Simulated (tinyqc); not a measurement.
Permeation of metal atoms or ions through a thin barrier or dielectric: time lag, field-aided drift and lifetime: one step, computed by the program tinyqc.

The film 0 < x < d is empty at first; C = C0 at x = 0 and C = 0 at x = d. dC/dt = D d2C/dx2 - v dC/dx with drift v = D z e V/(k_B T d) (uniform field, no space charge).

Question. Scales. D = D0 exp(-E/(k_B T)); time scale d^2/D; Peclet number P = z V/(k_B T), k_B T in eV; 1 nm = 1e-7 cm. Temperatures in kelvin are T(C) + 273.15.

Inputs (values chosen for the exercise, for a model case: singly charged ions through a dielectric):

| quantity | value | unit |
|---|---|---|
| thickness d | 57 | nm |
| prefactor D0 | 0.072 | cm^2/s |
| activation energy E | 1.27 | eV |
| charge number z | 1 | - |
| voltage V (positive drives ions across) | -0.26 | V |
| test temperature T | 175 | C |

Constants: k_B = 8.617333262e-05 eV/K.

Give: diffusivity D; time scale d^2/D; Peclet number P.

Answer.

diffusivity D = 3.760e-16 cm^2/s

time scale d^2/D = 86399 s

Peclet number P = -6.733
